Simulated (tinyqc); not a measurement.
Single-junction solar cell, detailed-balance limit: effect of the band gap.

Every photon above the gap Eg makes one pair and none below is absorbed; carriers thermalise at T and move without loss. Jsc = q fs X Phi(Eg, Ts); the dark current is J0 = q ge Phi(Eg, T)/ERE with the Boltzmann factor exp(V/Vt). The efficiency is the electrical power over fs X sigma Ts^4.

Photon flux above E from a black body at temperature T into a hemisphere: Phi(E, T) = A sum_k exp(-k E/th)[E^2 th/k + 2 E th^2/k^2 + 2 th^3/k^3], k = 1, 2, ..., with th = kB T/q in eV and A = 2 pi q^3/(h^3 c^2). J(V) = Jsc - J0 (exp(V/Vt) - 1); Voc = Vt ln(1 + Jsc/J0); at maximum power v = Vmp/Vt solves (1 + v) exp(v) = 1 + Jsc/J0. Pin = fs X sigma Ts^4, sigma = 2 pi^5 kB^4/(15 h^3 c^2). FF = Vmp Jmp/(Voc Jsc).

Parameters, values chosen for the exercise:
- T = 300 K (cell temperature)
- Ts = 5800 K (temperature of the black-body sun)
- fs = 2.16e-5 (share of the hemisphere filled by the sun)
- X = 10 (concentration)
- ERE = 0.0001 (external radiative efficiency)
- ge = 1 (number of faces that emit)

Constants: q = 1.602176634e-19 C, kB = 1.380649e-23 J/K, h = 6.62607015e-34 J s, c = 299792458 m/s, Vt = kB T/q. Results are converted to the units shown.

Result of one run:
```
Jsc (mA/cm^2),Voc (V),Eg/q - Voc (V),FF,efficiency (%)
605.3,0.5921,0.4079,0.8258,21.35
```

Which band gap Eg gave this result: 0.5, 1, 2.25 or 2.5 eV?

Eg = 1 eV.

The whole series:
```
Eg (eV),Jsc (mA/cm^2),Voc (V),Eg/q - Voc (V),FF,efficiency (%)
0.5,875.4,0.1363,0.3637,0.5590,4.811
0.75,742.3,0.3618,0.3882,0.7540,14.61
1,605.3,0.5921,0.4079,0.8258,21.35
1.25,478.2,0.8247,0.4253,0.8636,24.57
1.5,368.0,1.059,0.4413,0.8872,24.94
1.75,277.0,1.294,0.4565,0.9034,23.36
2,204.6,1.529,0.4711,0.9153,20.66
2.25,148.7,1.765,0.4854,0.9244,17.51
2.5,106.6,2.001,0.4994,0.9316,14.34
```

As Eg goes from 0.5 to 2.5 eV, Jsc falls from 875 to 107 mA/cm^2, Voc rises from 0.136 to 2.00 V and the efficiency goes from 4.81 through a maximum of 24.9 (at Eg = 1.5 eV among the rows listed) to 14.3 %. A wider gap raises the voltage and loses photons, hence the maximum.

Program tinyqc, `OMP_NUM_THREADS=1 python tinyqc.py 2820120 2820121 out.jsonl`; Intel Xeon 2.30GHz, shared host, one thread, about 0.01 s.
